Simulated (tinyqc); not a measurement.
Worked calculation: atomic layer deposition: Langmuir saturation, growth per cycle and coating of deep features. Computed by tinyqc, a small Python program that keeps every step. Command: `OMP_NUM_THREADS=1 python tinyqc.py 3013401 3013402 out.jsonl ald walk`. One thread of a shared host (Intel(R) Xeon(R) Processor @ 2.30GHz), about 0.02 s of CPU time with the checks. Intermediate numbers are printed to about 6 digits and carried at full precision; extremes and crossings named in words are read from the listed rows.

Precursor A sticks only on free sites, so a long enough pulse saturates; co-reactant B then frees the sites again.

Inputs (values chosen for the exercise, modelled on titanium nitride from the chloride and ammonia):
```
quantity,value,unit
precursor mass M,190,u
site density q,1.9,1/nm^2
growth per cycle at saturation G,0.37,angstrom
sticking probability beta on free sites,0.00039,-
precursor pressure p,7.3,Pa
temperature T,200,C
pulse time t,1,s
co-reactant completion per pulse c_B,0.99,-
desorption energy E_d,1.75,eV
purge time t_p,1,s
aspect ratio a,120,-
```

Feature: long trench.

Constants: u = 1.6605390666e-27 kg; k_B = 1.380649e-23 J/K; k_B = 8.617333262e-05 eV/K.

## Flux and saturation time

Wall flux F = p/sqrt(2 pi M k_B T); rate of filling k_a = beta F/q; desorption k_d = 1e13 exp(-E_d/(k_B T)) per second. 1/m^2 = 1e-18/nm^2. Temperatures in kelvin are T(C) + 273.15.

flux F = 64149.1 1/(nm^2 s)

k_a = 13.1674 1/s

k_d = 2.28980e-06 1/s

time to 99 % without desorption, ln(100)/k_a = 0.349739 s

## The first four cycles

One cycle from coverage th0: pulse A gives th1 = th_s + (th0 - th_s) exp(-(k_a + k_d) t), th_s = k_a/(k_a + k_d); the purge leaves th2 = th1 exp(-k_d t_p); pulse B converts c_B th2 into film and leaves th3 = (1 - c_B) th2. Growth = G c_B th2. Start from th0 = 0.

Cycles:
```
cycle,th0,th1,th2,th3,growth (angstrom)
1,0.00000000,0.999998,0.999996,0.00999996,0.366298
2,0.00999996,0.999998,0.999996,0.00999996,0.366298
3,0.00999996,0.999998,0.999996,0.00999996,0.366298
4,0.00999996,0.999998,0.999996,0.00999996,0.366298
```

## Steady growth per cycle

The periodic state has th0 = th3: th0 = (1 - c_B) e_p th_s (1 - e_a)/(1 - (1 - c_B) e_p e_a), with e_a = exp(-(k_a + k_d) t), e_p = exp(-k_d t_p). Share of impinging molecules used = q (th1 - th0)/(F t).

coverage after pulse A = 0.999998

growth per cycle = 0.366298 angstrom

share of impinging molecules used = 2.93223e-05

The pulse is 13.17 filling times long: saturated.

## Exposure for a deep feature

Diffusion-limited filling (Gordon) of a long trench of width w, hydraulic diameter 2w, so that a is replaced by a/2 in the hole formula: t = (q/F)(1 + 19a/8 + 3a^2/8). Reaction-limited filling needs ln(100)/k_a at any depth, k_a = beta F/q. Flow is molecular. The front picture holds when the modulus (a/2) sqrt(beta) is well above 1. Depth reached by the given pulse: solve the same formula for a. Exposure = p x diffusion-limited time; 1 langmuir = 1.33322e-4 Pa s.

diffusion-limited time = 0.168411 s

exposure = 9221.28 langmuir

modulus = 1.18491

aspect ratio reached by the front in time t = 296.902

Diffusion needs 0.168 s and reaction 0.350 s: both matter. Caution: the modulus is not well above 1 or the Gordon time is under three times ln(100)/k_a, so there is no sharp front: the Gordon time is only a lower bound and the reaction time must be met as well. Caution: for a long trench the a/2 rule ignores the ln(a)/a transmission of a slit, so times at large a are too long.

## Coverage along the feature as the dose grows

Continuum model with steady gas transport: d2n/dz2 = 3 beta (1 - th) n/d_h^2 (d_h the hydraulic diameter, n = 1 at the mouth, no flux at the floor, 60 cells), d th/dt = beta F n (1 - th)/q; no desorption. Times are multiples of the larger of the Gordon time and ln(100)/k_a.

Coverage:
```
multiple,t (s),top cell,quarter depth,half depth,three quarters,floor cell
0.05,0.017487,0.203,0.134,0.090,0.066,0.059
0.10,0.034974,0.365,0.254,0.177,0.133,0.119
0.20,0.069948,0.597,0.455,0.339,0.266,0.242
0.40,0.139896,0.838,0.725,0.605,0.516,0.484
0.60,0.209843,0.935,0.870,0.789,0.720,0.693
0.80,0.279791,0.974,0.943,0.899,0.858,0.841
1.00,0.349739,0.990,0.976,0.955,0.935,0.927
1.30,0.454661,0.997,0.994,0.988,0.982,0.980
```

At a multiple of 0.2 the coverage is 0.60 at the top and 0.24 at the floor. The coverage falls gradually with depth, without a sharp front. In the last row the floor reaches 0.980.

Checks made by the program: periodic state against 400 explicit cycles (relative difference below 1e-10).
